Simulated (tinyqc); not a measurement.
# Minority carriers and saturation current of a heavily doped emitter: effect of temperature on the narrowing factor

n-type, parabolic bands, full ionisation. eta = (EF - Ec)/kB T solves N = Nc F12(eta), F12(x) = (2/sqrt(pi)) int_0^infinity sqrt(u)/(1 + exp(u - x)) du. The gap shrinks rigidly by dEg = a3 y^(1/3) + a4 y^(1/4) + a2 y^(1/2), y = N/1e18 cm^-3, an empirical law that is here taken as the true narrowing.

Nc is given at 300 K and scales as T^1.5; dEg is held. The factor nie^2/ni^2 = exp(dEg/kB T) g, g = F12(eta) exp(-eta), divides the current gain of a transistor with this emitter.

Inputs (values chosen for the exercise); band and dielectric values close to those of silicon: conduction-band density of states at 300 K Nc = 2.77e19 cm^-3; ionised donor density N = 1.2e19 cm^-3; coefficient of (N/1e18)^(1/3) a3 = 17 meV; coefficient of (N/1e18)^(1/4) a4 = 2.2 meV; coefficient of (N/1e18)^(1/2) a2 = 3.4 meV.

Constants: q = 1.602176634e-19 C, kB = 1.380649e-23 J/K, Vt = kB T/q. Results are converted to the units shown.

Results:

| T (K) | eta | g | nie^2/ni^2 | its logarithm |
|---|---|---|---|---|
| 150 | 0.6292 | 0.6531 | 45.28 | 3.813 |
| 200 | 0.04999 | 0.7571 | 18.19 | 2.901 |
| 250 | -0.3633 | 0.8189 | 10.42 | 2.344 |
| 300 | -0.6843 | 0.8588 | 7.151 | 1.967 |
| 350 | -0.9468 | 0.8861 | 5.451 | 1.696 |
| 450 | -1.362 | 0.9203 | 3.781 | 1.330 |

Estimate the missing row, T = 400 K.

Computed row:

| T (K) | eta | g | nie^2/ni^2 | its logarithm |
|---|---|---|---|---|
| 400 | -1.169 | 0.9057 | 4.439 | 1.491 |

With this row back in the table: The factor falls from 45.3 to 3.78. Its slope against q/kB T is 47.2 meV between the first two rows and 49.8 meV between the last two, against dEg = 54.8 meV: degeneracy takes back part of the narrowing. The factor grows on cooling, so the current gain of such a transistor falls.

Range of the model: Band tails, non-parabolic bands and incomplete ionisation are left out.

Program tinyqc, `OMP_NUM_THREADS=1 python tinyqc.py 2330137 2330138 out.jsonl`; Intel Xeon 2.30GHz, shared host, one thread, about 0.01 s.
